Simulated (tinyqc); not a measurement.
Q-state Potts model on a small periodic square lattice: enumeration, Metropolis, heat-bath and Wolff steps: one step, computed by the program tinyqc. Command: `OMP_NUM_THREADS=1 python tinyqc.py 3110336 3110337 out.jsonl potts walk`. One thread of a shared host (Intel(R) Xeon(R) Processor @ 2.30GHz), about 0.04 s of CPU time with the checks.

E = -J x (number of nearest-neighbour bonds with equal states); n x n sites with periodic edges have 2 n^2 bonds. Order parameter m = (q f - 1)/(q - 1), f being the largest share of one state. Sites are numbered row by row from 0. Here q = 3 and n = 3.

Question. Eight single-site steps. Site = floor(r1 n^2). Trial state = (old + 1 + floor(r2 (q - 1))) mod q; it is accepted if r3 < min(1, exp(K db)), db the change in equal bonds.

Inputs (values chosen for the exercise, for a model of domains or grain orientations): temperature T = 757 K.

Update: Metropolis.

start states:
```
   1  2  3
1  2  0  0
2  2  2  0
3  0  0  0
```

random numbers, one row a step:
```
        1       2       3
1  0.6497  0.1268  0.4860
2  0.9729  0.9133  0.6852
3  0.3701  0.5538  0.8306
4  0.0418  0.4698  0.8790
5  0.8012  0.3560  0.5434
6  0.1992  0.5764  0.1503
7  0.0621  0.5998  0.7892
8  0.2296  0.6311  0.4861
```

K = 1.103732

Give: the table «Steps» with the columns old, trial, db, acceptance, new; states afterwards.

Answer.

Steps:

| site | old | trial | db | acceptance | new |
|---|---|---|---|---|---|
| 5 | 0 | 1 | -2 | 0.110 | 0 |
| 8 | 0 | 2 | -4 | 0.012 | 0 |
| 3 | 2 | 1 | -2 | 0.110 | 2 |
| 0 | 2 | 0 | 2 | 1.000 | 0 |
| 7 | 0 | 1 | -3 | 0.036 | 0 |
| 1 | 0 | 2 | -2 | 0.110 | 0 |
| 0 | 0 | 2 | -2 | 0.110 | 0 |
| 2 | 0 | 2 | -4 | 0.012 | 0 |

states afterwards:
```
   1  2  3
1  0  0  0
2  2  2  0
3  0  0  0
```
